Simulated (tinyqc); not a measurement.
Signal and retention of a DRAM cell: two steps of the calculation.

A stored one starts at Vd and leaks: Cs dV/dt = -I(V), I = a sqrt((V + Vb)/(Vd + Vb)) + b, with a = Ig exp[-(Eg1 q/kB)(1/T - 1/T0)] (generation in a depletion layer) and b = Is exp[-(Es q/kB)(1/T - 1/T0)]. The bit line is precharged to Vd/2, and charge sharing gives the signal (V - Vd/2) Cs/(Cs + Cb).

Values chosen for this exercise: array voltage Vd = 1.1 V; cell capacitance Cs = 24 fF; bit-line capacitance Cb = 29 fF; smallest signal that the sense amplifier resolves dm = 48 mV; deviation of ln(retention time) over the cells sg = 0.67; cells Nc = 8.59e9; refresh interval tr = 64 ms.

Constants: q = 1.602176634e-19 C. Results are converted to the units shown.

Problem 1. Signal and margin. The cell fails below Vc = Vd/2 + dm (Cs + Cb)/Cs.

Give: transfer ratio; signal of a fresh one; Vc; charge that may be lost; the same in electrons.

Solution 1.

transfer ratio = 0.45283
signal of a fresh one = 249.06 mV
Vc = 0.65600 V
charge that may be lost = 10.656 fC
the same in electrons = 66510

Problem 2. Failing cells. This time is the median of a log-normal spread: failing cells = Nc erfc(z/sqrt 2)/2, z = ln(t/tr)/sg. One failure is expected at the interval where that count equals 1.

retention time = 7.2660780 s

Wanted: z; failing cells; interval for one failure.

Solution 2.

z = 7.0628
failing cells = 0.0070076
interval for one failure = 104.02 ms

The weakest cell of the array lies about 6.34 deviations out, a factor of 69.9 below the median; the chosen interval is shorter than that time.

Range of the model: Real arrays also hold a tail of unusually leaky cells and cells whose retention varies in time, which this model lacks.

tinyqc, about 0.01 s, one thread, Intel Xeon 2.30GHz (shared host): `OMP_NUM_THREADS=1 python tinyqc.py 2130046 2130047 out.jsonl`
